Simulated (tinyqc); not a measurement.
Inside a calculation. Method: coherent transport through a tight-binding region between two chains. Computed by tinyqc, a small Python program that keeps every step. Settings: temperature = 300, mu = -0.2. Command: `OMP_NUM_THREADS=1 python tinyqc.py 26715 26716 out.jsonl` (the two numbers bound the seeds that draw the settings). One thread of a shared host (Intel(R) Xeon(R) Processor @ 2.60GHz), about 0.07 s of CPU time with the checks.

## Transmission at E = 0.63 eV

H of the central region (eV), lower triangle:
```
           1          2          3         4
1   0.000000
2  -0.510000   0.560000
3   0.000000  -2.210000   0.560000
4   0.000000   0.000000  -2.210000  0.000000
```

Leads: semi-infinite chains with site energy 0:
```
parameter                           value
lead hopping t (eV)              2.720000
coupling to the left lead (eV)   0.800000
coupling to the right lead (eV)  0.520000
left contact site                       1
right contact site                      4
```

E = 0.630000 eV

Surface Green function g = (E - i sqrt(4 t^2 - E^2)) / (2 t^2); self-energy tc^2 g on each contact site; G = (E - H - Sigma)^(-1); Gamma = -2 Im Sigma; T = Gamma_L Gamma_R |G_LR|^2; local density of states -Im G_ii / pi.

g = 0.042577-0.365173i 1/eV

G (1/eV), lower triangle:
```
                     1                    2                    3                   4
1   1.709517-2.081690i
2  -1.013582+1.676878i   1.966357-1.517362i
3  -0.362400+0.427276i   0.624109-0.338911i   0.063862-0.087867i
4   1.025061-1.690412i  -1.986125+1.528097i  -0.173644+0.341694i  1.991625-1.538919i
```

local density of states (1/eV): 0.662623  0.482991  0.027969  0.489853

transmission = 0.360766

## Transmission across the band

The same steps on a grid of energies.

T(E):
```
E (eV)              T
-5.16800000  1.83e-07
-4.65120000  1.40e-06
-4.13440000  0.000007
-3.61760000  0.000049
-3.10080000  0.000781
-2.58400000  0.007971
-2.06720000  0.001620
-1.55040000  0.002077
-1.03360000  0.006183
-0.51680000  0.064390
0.00000000   0.249166
0.51680000   0.867790
1.03360000   0.015124
1.55040000   0.002271
2.06720000   0.000812
2.58400000   0.000515
3.10080000   0.000715
3.61760000   0.079579
4.13440000   0.000080
4.65120000   0.000007
5.16800000   6.54e-07
```

levels of the isolated region (eV): -2.742981  -0.245206  0.527475  3.580712

## Current

I = (2e/h) int T(E) [f(E - mu - V/2) - f(E - mu + V/2)] dE at 300 K with mu = -0.2 eV, the bias not changing H; 2e^2/h = 77.48092 microsiemens; the integral runs over the band on 4001 points.

Current:
```
V (volt)  I (microampere)
0.010000         0.270582
0.050000         1.347769
0.100000         2.664267
0.200000         5.101734
0.400000         8.916899
0.800000        13.844817
```
